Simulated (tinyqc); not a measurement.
Comparisons within one model: three-band tight binding of a dichalcogenide monolayer. A value that a table varies takes the place of the one given here.

Basis dz2, dxy, dx2-y2 on a triangular lattice, nearest neighbours; alpha = kx a/2, beta = sqrt3 ky a/2. h0 = e1 + 2 t0 (cos 2alpha + 2 cos alpha cos beta); h1 = -2 sqrt3 t2 sin alpha sin beta + 2i t1 (sin 2alpha + sin alpha cos beta); h2 = 2 t2 (cos 2alpha - cos alpha cos beta) + 2i sqrt3 t1 cos alpha sin beta; h11 = e2 + 2 t11 cos 2alpha + (t11 + 3 t22) cos alpha cos beta; h22 = e2 + 2 t22 cos 2alpha + (3 t11 + t22) cos alpha cos beta; h12 = sqrt3 (t22 - t11) sin alpha sin beta + 4i t12 sin alpha (cos alpha - cos beta) + i lam sz. H = [[h0, h1, h2], [., h11, h12], [., ., h22]], Hermitian; the lowest band of each spin is filled. K = (4 pi/3a, 0), M = (pi/a, pi/(sqrt3 a)).

Constants: hbar^2/2m0 = 3.80998211 eV angstrom^2.

Values chosen for the exercise (near a published set for monolayer MoS2; the results hold for these values, not for the real material): a = 3.183 angstrom (lattice constant); e1 = 1.052 eV (level of dz2); e2 = 2.095 eV (level of dxy and dx2-y2); t0 = -0.184 eV (hopping); t1 = 0.395 eV (hopping); t2 = 0.517 eV (hopping); t11 = 0.221 eV (hopping); t12 = 0.344 eV (hopping); t22 = 0.058 eV (hopping); lam = 0.073 eV (spin-orbit constant).

## Three bands against the two-band Dirac model at K

Masses from central differences along kx with step 0.002 1/angstrom, c = hbar^2/2m0; Berry curvature of the valence band from a counter-clockwise plaquette of side 0.001 1/angstrom, Omega = -arg(product of overlaps)/area. Two-band model: coupling A = (3 a/(2 sqrt2))(t1 + sqrt3 t2) between valence and conduction states, mass c G/A^2 for both, Omega_v = 2 A^2/G^2. sz = 0 drops the spin-orbit term.

At K:
```
sz,G (eV),m_c (m0),m_v (m0),two-band mass,Omega_v (angstrom^2),two-band Omega
1,1.6420,0.445,0.624,0.330,14.003,14.080
0,1.7150,0.468,0.679,0.344,12.836,12.907
-1,1.7880,0.492,0.740,0.359,11.809,11.875
```

A = 4.3567 eV angstrom

What does this show, and why?

Without spin-orbit coupling the electron mass is 0.468 and the hole mass 0.679, against 0.344 for both in the two-band model: the third band and the curvature of the diagonal terms break the symmetry. The Berry curvature is -0.6 % from the two-band value. The smaller gap (sz = +1) has the larger curvature, by a factor 1.19.

## All hoppings scaled

The six hoppings are multiplied by f; e1, e2 and lam stay (real strain also moves e1 and e2, so this is no model of it). Closed forms: Ev(K) = e2 - (3/2)(t11 + t22) - 3 sqrt3 t12 + lam, Ec(K) = e1 - 3 t0, Ev(Gamma) = e1 + 6 t0.

Gaps (eV):
```
f,direct gap at K,Ev(K) - Ev(Gamma),Ec(K) - top of valence band
0.85,1.2283,0.1793,1.2283
0.90,1.3662,0.1242,1.3662
0.94,1.4765,0.0801,1.4765
0.97,1.5592,0.0471,1.5592
1.00,1.6420,0.0140,1.6420
1.03,1.7247,-0.0190,1.7057
1.06,1.8075,-0.0521,1.7554
1.10,1.9178,-0.0962,1.8216
```

What can be read from the table?

The direct gap changes by +27.6 meV for each per cent of f. The top of the valence band passes between Gamma and K at f = 1.013; where it is at Gamma the gap to Ec(K) is indirect.

## What each parameter does

Spin up: gap at K, Ev(K) - Ev(Gamma), and masses at K by central differences along kx with step 0.002 1/angstrom, c = hbar^2/2m0. Each row changes one parameter from the base and keeps the others.

Results:
```
case,gap at K (eV),K - Gamma (eV),m_c (m0),m_v (m0)
base,1.6420,0.0140,0.445,0.624
t1 = 0.365 eV,1.6420,0.0140,0.486,0.684
lam = 0.043 eV,1.6720,-0.0160,0.454,0.646
t12 = 0.374 eV,1.7979,-0.1419,0.495,0.811
t22 = 0.088 eV,1.6870,-0.0310,0.464,0.676
t0 = -0.154 eV,1.5520,-0.1660,0.399,0.562
e2 = 2.065 eV,1.6720,-0.0160,0.457,0.646
```

What does this show?

The largest shifts from the base row, up to three for each result and ties (the steps differ in size, so this ranks the rows, not the parameters). gap at K (eV): t12 +0.1559, t0 -0.0900, t22 +0.0450; unchanged at the printed digits by t1. K - Gamma (eV): t0 -0.1800, t12 -0.1559, t22 -0.0450; unchanged at the printed digits by t1. m_c (m0): t12 +0.051, t0 -0.045, t1 +0.041. m_v (m0): t12 +0.187, t0 -0.062, t1 +0.059. t1 couples dz2 to the other orbitals and vanishes at K and Gamma, so only the masses feel it.

Computed by tinyqc, a small Python program: `OMP_NUM_THREADS=1 python tinyqc.py 1452446 1452447 out.jsonl` (the numbers bound the seed that draws the inputs); one thread of a shared host (Intel(R) Xeon(R) Processor @ 2.30GHz), about 0.01 s for the whole set of steps.
